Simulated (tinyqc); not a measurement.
Worked calculation: lattice vibrations of a chain. Computed by tinyqc, a small Python program that keeps every step. Command: `OMP_NUM_THREADS=1 python tinyqc.py 31770 31771 out.jsonl` (the two numbers bound the seeds that draw the settings). One thread of a shared host (Intel(R) Xeon(R) Processor @ 2.60GHz), about 0.01 s of CPU time with the checks.

## Dynamical matrix at q = 0.45

A chain moving along its axis:
```
atom   mass (u)  spring to the next atom (eV/angstrom^2)
1     79.900000                                14.500000
2     20.300000                                11.200000
```

q is in units of 2 pi/a. A spring k from atom i to atom j, n cells on, adds k to Phi_ii and Phi_jj, -k exp(2 pi i q n) to Phi_ij and the conjugate to Phi_ji (for one atom a cell: 2k (1 - cos 2 pi q n)); D_ij = Phi_ij / sqrt(m_i m_j).

D(q) (eV/(angstrom^2 u)):
$$\begin{pmatrix}
0.321652 & -0.095550+0.085937i \\
-0.095550-0.085937i & 1.266010
\end{pmatrix}$$

## Frequencies

omega^2 are the eigenvalues; wavenumber = 521.4708 sqrt(eigenvalue) 1/cm.

eigenvalues: [0.304476, 1.283186]

wavenumbers (1/cm): [287.7, 590.7]

weights |e|^2 of the mass-weighted modes, order atom 1, atom 2:
$$\begin{pmatrix}
0.982451 & 0.017549 \\
0.017549 & 0.982451
\end{pmatrix}$$

## Dispersion and heat capacity

C/k_B per atom = mean over q = (j + 1/2)/80, j = 0..39 and all branches of y^2 e^y/(e^y - 1)^2, y = hc wavenumber / k_B T.

Wavenumbers (1/cm):
```
q           branch 1    branch 2
0.000000    0.000000  657.066060
0.062500   51.252323  655.064124
0.125000  101.445083  649.187725
0.187500  149.424707  639.850032
0.250000  193.823198  627.828301
0.312500  232.889889  614.408746
0.375000  264.297544  601.566800
0.437500  285.119641  591.981923
0.500000  292.486637  588.376898
```

Heat capacity:
```
T (K)  C/k_B per atom
20           0.055921
50           0.146108
100          0.299707
200          0.541291
300          0.712525
600          0.906467
1200         0.974800
```

zero-point energy per atom = 24.918800 meV
